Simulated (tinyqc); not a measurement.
Single-electron transistor, orthodox theory and master equation: two steps of the calculation.

A metal island with n extra electrons joins the left lead (voltage V) and the right lead (0 V) by tunnel junctions and couples to a gate. Cs = CL + CR + Cg. Adding electron n + 1 costs mu(n) = [q (n + 1/2) - CL V - Cg Vg]/Cs (in volts); the Fermi levels are -V (left) and 0 (right). A jump that gains the energy W has the rate G(W) = (W/q)/(R [1 - exp(-W/Vt)]), W in volts, Vt = kB T/q. Sequential tunnelling only; I > 0 flows from left to right.

Values chosen for this exercise:
- CL = 0.37 aF (capacitance of the left junction)
- CR = 0.5 aF (capacitance of the right junction)
- Cg = 0.35 aF (gate capacitance)
- T = 52 K (temperature)
- V = 310 mV (bias of the left lead)
- Vg = 400 mV (gate voltage)
- n0 = -1 (lowest charge state kept)
- n1 = 2 (highest charge state kept)

Constants: q = 1.602176634e-19 C, kB = 1.380649e-23 J/K, Vt = kB T/q. Results are converted to the units shown.

Problem 1. Charging energy and addition levels. q/Cs, the gate period q/Cg, and mu(n) for the transitions kept.

Give: q/Cs; q/Cg; kB T/(q^2/Cs); mu(n).

Solution 1.

q/Cs = 131.3 mV
q/Cg = 457.8 mV
kB T/(q^2/Cs) = 0.03412
mu(n), n to n + 1, n -1 to 1 (mV): [-274.4, -143.1, -11.8]

Problem 2. Probabilities and current. Steady state: p(n + 1)/p(n) = (sum of on rates)/(sum of off rates), normalised. I = q sum_n [p(n + 1) (off to left) - p(n) (on from left)].

| n to n + 1, n | on from left (1/ns) | on from right (1/ns) | off to left (1/ns) | off to right (1/ns) |
|---|---|---|---|---|
| -1 | 0.19348018 | 1317.5992 | 541.62965 | 3.3267317e-24 |
| 0 | 1.6979358e-13 | 687.08219 | 2540.6365 | 9.2725345e-12 |
| 1 | 5.6762783e-26 | 60.962706 | 4539.8368 | 4.3975351 |

Wanted: p(n); I; mean n.

Solution 2.

p(n), n -1 to 2: [0.24391, 0.59344, 0.16049, 0.0021530]
I = 118.38 nA
mean n = -0.079118

Two plain resistors in series would pass 181 nA; this is 65.3 % of that. 3 charge states hold more than 1 % each.

Range of the model: Cotunnelling, which dominates deep in the blockade, is left out.

Computed by the program tinyqc: `OMP_NUM_THREADS=1 python tinyqc.py 2780119 2780120 out.jsonl`, one thread of a shared Intel Xeon 2.30GHz, about 0.01 s for the whole run.
